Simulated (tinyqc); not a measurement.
Gate voltage from the surface potential.

Inverse problem. At the source end, Vgs + Vsb - Vfb - psi = gamma sqrt(G), G = psi - Vt + Vt exp((psi - 2 phiF - Vsb)/Vt), and the voltage over the insulator is gamma sqrt(G). Find that voltage and Vgs.

Values chosen for this exercise: temperature T = 300 K; flat-band voltage Vfb = -0.4 V; source-body reverse bias Vsb = 1 V.

Constants: q = 1.602176634e-19 C, kB = 1.380649e-23 J/K, Vt = kB T/q. Results are converted to the units shown.

psi = 2.0403302 V
phiF = 0.46968621 V
gamma = 0.65505889 V^0.5

Solution. In this direction the relation is explicit: no iteration is needed.

voltage over the insulator = 1.190 V
Vgs = 1.830 V

Program tinyqc, `OMP_NUM_THREADS=1 python tinyqc.py 2360001 2360002 out.jsonl`; Intel Xeon 2.30GHz, shared host, one thread, about 0.04 s.
